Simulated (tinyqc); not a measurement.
From results back to parameters: averaged masses of warped heavy- and light-hole bands. Two cases, with inputs chosen for the exercise.

Problem. For B along [111] the central orbits have s = 1/4 all round, so the cyclotron masses are 1/(g1 -/+ sqrt(g2^2 + 3 g3^2)). They are given with the heavy-hole mass along [100], 1/(g1 - 2 g2); g2 and g3 are positive.

Find: g1; sqrt(g2^2 + 3 g3^2); g2; g3.

Method. The mean of the two inverse cyclotron masses is g1 and half their difference is the root; g2 = (g1 - 1/m[100])/2, and g3 follows.

Case 1.

heavy and light cyclotron mass for B along [111]; heavy mass along [100] (m0): 0.5140774  0.0402014  0.2481390

Solution.

g1 = 13.41
sqrt(g2^2 + 3 g3^2) = 11.465
g2 = 4.69
g3 = 6.04

Case 2.

heavy and light cyclotron mass for B along [111]; heavy mass along [100] (m0): 0.9155958  0.1110147  0.5405405

Solution.

g1 = 5.05
sqrt(g2^2 + 3 g3^2) = 3.958
g2 = 1.60
g3 = 2.09

Computed by tinyqc, one run a case: `OMP_NUM_THREADS=1 python tinyqc.py N N+1 out.jsonl` with N = 1050252, 1050271; one thread of a shared Intel(R) Xeon(R) Processor @ 2.30GHz, about 0.03 s a run at most.
